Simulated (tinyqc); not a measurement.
# Oxide trap near a transistor channel: two-state multiphonon kinetics, telegraph noise and bias instability, step by step

A worked calculation. Computed by tinyqc, a small Python program that keeps every step. Command: `OMP_NUM_THREADS=1 python tinyqc.py 3001096 3001097 out.jsonl oxidetrap walk`. One thread of a shared host (Intel(R) Xeon(R) Processor @ 2.30GHz), about 0.01 s of CPU time with the checks. Intermediate numbers are printed to about 6 digits and carried at full precision; extremes and crossings named in words are read from the listed rows.

An n-channel device under positive gate bias. The trap is empty (state 1) or holds an electron (state 2); both states are parabolas of equal curvature, and the electron reservoir is taken at the Fermi level of the channel.

Inputs (values chosen for the exercise, with an insulator like HfO2 on silicon):
```
quantity                                  value         unit
insulator constant eps_ox                  21.4            -
insulator thickness t_ox                    3.2           nm
trap depth x from the interface            0.46           nm
tunnel barrier phi_b                       1.56           eV
tunnelling mass m_ox                       0.21          m_0
trap level above E_F at zero field E_t   -0.049           eV
relaxation energy E_R                      0.81           eV
oxide field F                               1.4        MV/cm
attempt rate k_0 at the interface         8e+12          1/s
temperature T                               200            K
channel width W                              36           nm
channel length L                            130           nm
frequency f                               40000           Hz
stress time t_s                             100            s
trap density N_t                        4.3e+18  cm^-3 eV^-1
mean capture barrier mu_c                   1.5           eV
spread of the barriers s_c                 0.34           eV
saturation shift dV_max                     170           mV
```

Parts treated: one trap and an ensemble.

Constants: hbar^2/(2 m_0) = 3.80998212 eV angstrom^2; k_B = 8.617333262e-05 eV/K; e = 1.602176634e-19 C; eps_0 = 8.8541878128e-12 F/m.

## Tunnelling factor

kappa = sqrt(2 m_ox phi_b)/hbar = sqrt(m_ox phi_b/(hbar^2/2m_0)); attenuation length lambda = 1/(2 kappa); factor exp(-x/lambda) for a rectangular barrier.

kappa = 2.93231 1/nm

attenuation length lambda = 0.170514 nm

tunnelling factor = 0.0673583

## Barriers and time constants

E_21 = E_t - e F x is the energy of state 2 over state 1; barriers E_c = (E_R + E_21)^2/(4 E_R), E_e = E_c - E_21; tau_c = exp(E_c/k_B T)/(k_0 P), tau_e = exp(E_e/k_B T)/(k_0 P), P the tunnelling factor; occupation f_2 = tau_e/(tau_c + tau_e); 1/tau_0 = 1/tau_c + 1/tau_e.

E_21 = -0.1134 eV

capture barrier E_c = 0.149769 eV

emission barrier E_e = 0.263169 eV

capture time tau_c = 1.10289e-08 s

emission time tau_e = 7.94485e-06 s

occupation f_2 = 0.998614

tau_0 = 1.10136e-08 s

The trap is almost always filled at this bias.

## Step height and noise

Charge-sheet step dV = e (t_ox - x)/(eps_ox eps_0 W L); Lorentzian spectrum S(f) = 4 dV^2 tau_0^2/((tau_c + tau_e)(1 + (2 pi f tau_0)^2)); corner 1/(2 pi tau_0); variance dV^2 f_2 (1 - f_2) = dV^2 tau_0/(tau_c + tau_e).

threshold step dV = 0.495054 mV

corner frequency = 1.44508e+07 Hz

S(f) = 1.49462e-17 V^2/Hz

root-mean-square noise = 0.0184193 mV

f lies below the corner, on the flat part. Random dopants and current percolation, left out here, spread real steps around this value.

## Stress and recovery of one trap

From the zero-field occupation f(0), f(t) = f_2 + (f(0) - f_2) exp(-t/tau_0) under the field; after t_s the field is removed and f relaxes with the zero-field constants.

occupation at zero field = 0.944961

tau_0 at zero field = 5.59769e-08 s

occupation after stress = 0.998614

half-time of recovery = 3.88002e-08 s

## Bias dependence of the times

The formulas are those given above.

Against field:
```
F (MV/cm)  E_21 (eV)    tau_c (s)    tau_e (s)       f_2
0.00        -0.04900  5.92373e-08  1.01705e-06  0.944961
0.42        -0.06832  3.52210e-08  1.85520e-06  0.981369
0.84        -0.08764  2.12234e-08  3.42962e-06  0.993850
1.12        -0.10052  1.52540e-08  5.20446e-06  0.997078
1.40        -0.11340  1.10289e-08  7.94485e-06  0.998614
1.68        -0.12628  8.02158e-09  1.22005e-05  0.999343
2.10        -0.14560  5.03143e-09  2.34774e-05  0.999786
```

ln(tau_c/tau_e) falls by e x/k_B T = 2.669 per MV/cm, which measures the depth x if the change of surface potential with bias is left aside. Over these rows tau_c shortens by 1.07 decades and tau_e lengthens by 1.36; the shares differ because E_21 is not small against E_R.

## Many traps: 1/f noise

McWhorter number fluctuations for traps uniform in depth and energy: S_V = e^2 k_B T N_t lambda/(W L C_ox^2 f), C_ox = eps_ox eps_0/t_ox. The number of traps within k_B T in energy and one decade in time is N_t k_B T lambda ln(10) W L.

C_ox = 5.92124 microF/cm^2

1/f noise S_V(f) = 4.94221e-13 V^2/Hz

active traps per decade = 0.136173

With less than one active trap per decade a single device shows separate Lorentzians; 1/f is only the average over many devices. Caution: N_t k_B T lambda ln(10) W L, the number of active traps per decade, is below one, so S_V is only the mean over many devices.

## Many traps: shift under stress

For a normal spread of capture barriers (given for the stress field, with depth and field not resolved, k_0 being taken as the effective rate of the ensemble), traps with barrier below k_B T ln(k_0 t) are filled: dV(t) = (dV_max/2) erfc((mu_c - k_B T ln(k_0 t))/(sqrt(2) s_c)); local exponent n = d ln dV/d ln t (central difference, factor 1.01 in t).

filling front k_B T ln(k_0 t_s) = 0.591418 eV

shift after t_s = 0.640336 mV

local time exponent n = 0.151073

## Power law or saturation

The extrapolation continues the power law fitted through 10 s and 1000 s.

Against stress time:
```
t (s)     shift (mV)  local exponent  power law (mV)  shift at T + 50 K (mV)
1.00e-03     0.09608        0.178527         0.11176                  0.2557
1.00e-01     0.21312        0.167479         0.22411                  0.6350
1.00e+01     0.44938        0.156518         0.44938                  1.4583
1.00e+03     0.90109        0.145655         0.90109                  3.1008
1.00e+05     1.71914        0.134908         1.80686                  6.1117
1.00e+07     3.12241        0.124293         3.62311                 11.1834
3.00e+08     4.70280        0.116552         6.05677                 16.6776
```

The exponent falls from 0.179 to 0.117 as the front climbs the distribution, so the power law overstates the shift at 3e8 s (about ten years) by a factor 1.29. Heating by 50 K raises the shift at 1000 s by a factor 3.44: time and temperature enter only through T ln(k_0 t).

Checks made by the program: detailed balance tau_c/tau_e = exp(E_21/k_B T) (relative difference below 1e-10); the integral of S(f) against the variance (relative difference below 1e-10).
